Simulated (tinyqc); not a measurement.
Inside a calculation. Model: finite-size error of a charged defect in a periodic cell: Madelung and Makov-Payne terms. Computed by tinyqc, a small Python program that keeps every step. Command: `OMP_NUM_THREADS=1 python tinyqc.py 3010562 3010563 out.jsonl imagecharge walk`. One thread of a shared host (Intel(R) Xeon(R) Processor @ 2.30GHz), about 0.03 s of CPU time with the checks. Intermediate numbers are printed to about 6 digits and carried at full precision; extremes and crossings named in words are read from the listed rows.

L is the cube root of the cell volume. The defect charge is a Gaussian, rho(r) = q (2 pi sigma^2)^(-3/2) exp(-r^2/2 sigma^2), repeated periodically in a uniform neutralising background and screened by a continuum. The model cell energy is E(L) = E_0 + [periodic - isolated electrostatic energy].

Inputs (values chosen for the exercise, with screening close to that of GaSb):
```
quantity                                     value      unit
charge q                                        -3         e
cell length L                                 15.1  angstrom
dielectric constant eps                       16.1         -
width sigma of the defect charge               1.7  angstrom
formation energy of the isolated defect E_0  5.552        eV
```

Supercell lattice: fcc. Screening: isotropic.

scatter added to the six cells, standing for numerical noise (meV): 3.1  16  -9.2  11  -4.3  5.1

Constants: e^2/(4 pi eps_0) = 14.39964548 eV angstrom.

## The cell

Cell vectors: (0,1,1), (1,0,1), (1,1,0), scaled to volume L^3.

cell vectors (rows) (angstrom):
```
         1        2        3
1   0.0000  11.9849  11.9849
2  11.9849   0.0000  11.9849
3  11.9849  11.9849   0.0000
```

nearest image = 16.9492 angstrom

## Madelung energy

Ewald sum for a unit point charge: scale each Cartesian component of the cell by 1/sqrt(eps_i), giving R', G' and V'; E = [ (1/2) sum erfc(eta R')/R' + (2 pi/V') sum exp(-G'^2/4 eta^2)/G'^2 - eta/sqrt(pi) - pi/(2 V' eta^2) ] e^2/(4 pi eps_0) / sqrt(eps_x eps_y eps_z), over n_i = -6..6, omitting n = (0,0,0), eta = 2/V'^(1/3). alpha = -2 E eps_g L/(e^2/(4 pi eps_0)), eps_g = (eps_x eps_y eps_z)^(1/3).

terms for a unit charge (eV): real space 0.0004755, reciprocal 0.0040815, self -0.0668350, background -0.0232600

Madelung constant alpha = 2.88828

point-charge correction -q^2 E = 0.769841 eV

## Energy of the smeared charge in the cell

Periodic energy of the Gaussian: (2 pi q^2/V) sum_(G != 0) exp(-sigma^2 G^2)/(G.eps.G) x e^2/(4 pi eps_0), n_i = -k..k with k = max(9, L/sigma rounded up). Isolated energy: q^2/(2 sqrt(pi) sigma) <1/(n.eps.n)> e^2/(4 pi eps_0), the mean over directions n, here 1/eps.

periodic energy = 0.608330 eV

isolated energy = 1.33572 eV

finite-size error = -0.727387 eV

E(L) = 4.82461 eV

## Makov-Payne correction

Second radial moment Q = q <r^2> = 3 q sigma^2; E(corrected) = E(L) + q^2 alpha e^2/(4 pi eps_0)/(2 eps L) - 2 pi q Q e^2/(4 pi eps_0)/(3 eps L^3). Errors left are the corrected energies less E_0.

Q = -26.01 e angstrom^2

third-order term = -0.0424537 eV

error left after the first term = 0.0424537 eV

error left after both terms = 0 eV

third-order over first-order term, in size = 0.0551460

The point-charge term alone overcorrects by 0.0425 eV, 6 % of itself; both terms together are exact to 1e-7 eV, since the clouds do not overlap.

## A series of cells

Cells of the same shape with L scaled by 0.7, 0.85, 1, 1.25, 1.5 and 2; the scatter is added to E(L). The point-charge correction scales as 1/L from its value at the input L.

Scaling data:
```
L (angstrom)  1/L (1/angstrom)  E(L) (eV)  E(L) + point-charge correction (eV)
10.570               0.0946074    4.57910                              5.67887
12.835               0.0779120    4.73143                              5.63713
15.100               0.0662252    4.81541                              5.58525
18.875               0.0529801    4.96886                              5.58474
22.650               0.0441501    5.04705                              5.56028
30.200               0.0331126    5.17749                              5.56241
```

## Ways to reach the isolated limit

Least-squares fits of E(L) to a + b/L, a + c/L^3 or a + b/L + c/L^3; the estimate is a, and errors are against E_0.

Estimates of E_0:
```
way                              estimate (eV)  error (meV)
largest cell, uncorrected              5.17749     -374.514
largest cell, point-charge term        5.56241       10.407
1/L fit, three smallest                5.37561     -176.387
1/L fit, all six                       5.48078      -71.220
1/L^3 fit, all six                     5.10033     -451.668
1/L and 1/L^3, three smallest          5.07851     -473.487
1/L and 1/L^3, all six                 5.55356        1.560
corrected data, 1/L^3 fit              5.55416        2.159
```

coefficient b of the full fit = -11.6092 eV angstrom

Best here: 1/L and 1/L^3, all six (+1.6 meV); worst: 1/L and 1/L^3, three smallest (-473 meV). The fitted b is 99.9 % of the Madelung value -q^2 alpha e^2/(8 pi eps_0 eps_g), so such a fit also measures the screening. The three-term fit to three small cells has no spare point and magnifies the scatter. A pure 1/L fit lands below E_0, because the positive 1/L^3 term flattens the small-cell points.

Checks made by the program: the same sum with another eta (relative difference below 1e-10); both terms against the exact model when the clouds do not overlap (relative difference below 1e-10).
